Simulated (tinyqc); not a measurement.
Barrier and mass from two Fowler-Nordheim currents.

Question. Fowler-Nordheim tunnelling through a dielectric follows J = A F^2 exp(-B/F), A = q^2 me/(16 pi^2 hbar m1 phi1) (A/V^2 with phi1 in volts), B = (4/3) sqrt(m1/C) phi1^1.5 (V/nm), C = hbar^2/(2 m0). Find B, A, phi1 and m1.

Inputs (values chosen for the exercise): emitter mass in the supply function me = 0.79 m0.

Constants: q = 1.602176634e-19 C, hbar = 1.054571817e-34 J s, m0 = 9.1093837015e-31 kg, hbar^2/(2 m0) = 0.0380998212 eV nm^2. Results are converted to the units shown.

J at F = 0.63 and 1.46 V/nm (A/cm^2): [14829.769, 1.5455639e7]

Solution. The slope of ln(J/F^2) against 1/F is -B and the intercept gives A. A fixes the product m1 phi1, and B = (4/3) phi1 sqrt(m1 phi1/C) then gives phi1.

B = 5.84 V/nm
A = 3.95e-6 A/V^2
phi1 = 1.54 eV
m1 = 0.200 m0

Computed by the program tinyqc: `OMP_NUM_THREADS=1 python tinyqc.py 2540038 2540039 out.jsonl`, one thread of a shared Intel Xeon 2.30GHz, about 0.04 s for the whole run.
